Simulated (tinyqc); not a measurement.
# Undoped symmetric double-gate MOSFET, analytic potential model: several studies

An undoped body of thickness ts between two equal insulators and tied gates; long channel, electrons only, n = ni exp((psi - V)/Vt) with V the quasi-Fermi potential (0 at the source, Vd at the drain), constant mobility, no quantisation. Across the body psi(x) = V - 2 Vt ln[(ts/(2 beta)) sqrt(q ni/(2 eps0 eps_r Vt)) cos(2 beta x/ts)], x from the centre. Q is the electron charge per area of the whole body.

Inputs (values chosen for the exercise); material values those of a made-up semiconductor:
- T = 300 K (temperature)
- Eg = 1.05 eV (band gap)
- eps_r = 8.81 (relative permittivity of the semiconductor)
- Nc = 2.97e19 cm^-3 (conduction-band density of states at T)
- Nv = 2.73e19 cm^-3 (valence-band density of states at T)
- eox = 22.3 (relative permittivity of the gate insulator)
- tox = 10 nm (insulator thickness)
- ts = 12 nm (body thickness)
- dphi = 0.14 V (gate work function less that of the intrinsic body)
- mu = 220 cm^2/(V s) (channel mobility)
- L = 1 um (gate length)
- Vd = 0.05 V (drain voltage)

Constants: q = 1.602176634e-19 C, kB = 1.380649e-23 J/K, Vt = kB T/q, eps0 = 8.8541878128e-14 F/cm where lengths are in cm. Results are converted to the units shown.

Each table varies one quantity; the others keep the values above.

## Effect of the insulator thickness

ni = sqrt(Nc Nv) exp(-Eg/(2 Vt)), Eg in volts; r = eps_r tox/(eox ts); V0 = dphi + 2 Vt ln[(2/ts) sqrt(2 eps0 eps_r Vt/(q ni))]. beta (between 0 and pi/2) solves (Vg - V0 - V)/(2 Vt) = ln(beta) - ln(cos beta) + 2 r beta tan(beta). Q = 8 eps0 eps_r Vt beta tan(beta)/ts; I = mu (1/L)(4 eps0 eps_r/ts)(2 Vt)^2 [g(beta_s) - g(beta_d)] per width, g = beta tan(beta) - beta^2/2 + r beta^2 tan^2(beta), with beta_s at V = 0 and beta_d at V = Vd.  I(low) is taken at Vg = 0.32 V, Qs and I(high) at Vg = 1.07 V.

The same in every row: V0 (V) = 0.56917.

Effect of the insulator thickness:
```
tox (nm),I(low) (nA/um),Qs(high) (nC/cm^2),I(high) (uA/um)
3.3,0.042628,3907.5,40.159
4.8,0.042628,2824.1,29.108
6.9,0.042627,2057.6,21.264
10,0.042627,1485.5,15.389
14,0.042626,1103.6,11.455
21,0.042624,769.56,8.0054
30,0.042623,559.19,5.8270
```

What does the table show?

As tox goes from 3.3 to 30 nm, I(low) stays near 0.0426 nA/um and I(high) falls from 40.2 to 5.83 uA/um. On average I(low) is independent of tox and I(high) goes as tox^(-0.87). Below threshold no voltage drops over the insulator in this long-channel model, so its thickness does not matter there. In every row the surface density at the source at the higher gate voltage passes 0.3 Nc, where Boltzmann statistics fail.

## Effect of the gate work function less that of the intrinsic body

Same model as above.

Results:
```
dphi (V),V0 (V),I(low) (nA/um),Qs(high) (nC/cm^2),I(high) (uA/um)
-0.01,0.41917,13.781,2016.2,21.194
0.04,0.46917,2.0329,1837.5,19.238
0.14,0.56917,0.042627,1485.5,15.389
0.19,0.61917,0.0061624,1312.9,13.505
0.24,0.66917,8.9082e-4,1143.1,11.656
0.29,0.71917,1.2877e-4,976.85,9.8509
```

Estimate the missing row, dphi = 0.09 V.

Computed row:
```
dphi (V),V0 (V),I(low) (nA/um),Qs(high) (nC/cm^2),I(high) (uA/um)
0.09,0.51917,0.29475,1660.5,17.301
```

With this row back in the table: As dphi goes from -0.01 to 0.29 V, I(low) falls from 13.8 to 1.29e-4 nA/um and I(high) falls from 21.2 to 9.85 uA/um. V0 rises from 0.419 to 0.719 V. In every row the surface density at the source at the higher gate voltage passes 0.3 Nc, where Boltzmann statistics fail.

## Effect of the body thickness

Same model as above.

Results:
```
ts (nm),V0 (V),I(low) (nA/um),Qs(high) (nC/cm^2),I(high) (uA/um)
4,0.6260,0.01421,1477,15.29
5.6,0.6086,0.01989,1481,15.34
7.8,0.5914,0.02771,1484,15.37
11,0.5737,0.03907,1485,15.39
15,0.5576,0.05328,1486,15.39
30,0.5218,0.1065,1487,15.40
```

Estimate the missing row, ts = 21 nm.

Computed row:
```
ts (nm),V0 (V),I(low) (nA/um),Qs(high) (nC/cm^2),I(high) (uA/um)
21,0.5402,0.07459,1486,15.40
```

With this row back in the table: As ts goes from 4 to 30 nm, I(low) rises from 0.0142 to 0.107 nA/um and I(high) rises from 15.3 to 15.4 uA/um. On average I(low) goes as ts^(1.00) and I(high) goes as ts^(0.00). Below threshold the charge is proportional to the cross-section of the body; above it the insulator sets the charge. In every row the surface density at the source at the higher gate voltage passes 0.3 Nc, where Boltzmann statistics fail. For ts = 4 to 5.6 nm the body is thin enough for quantum confinement, left out here, to raise the threshold.

Computed by the program tinyqc: `OMP_NUM_THREADS=1 python tinyqc.py 2440166 2440167 out.jsonl`, one thread of a shared Intel Xeon 2.30GHz, about 0.02 s for the whole run.
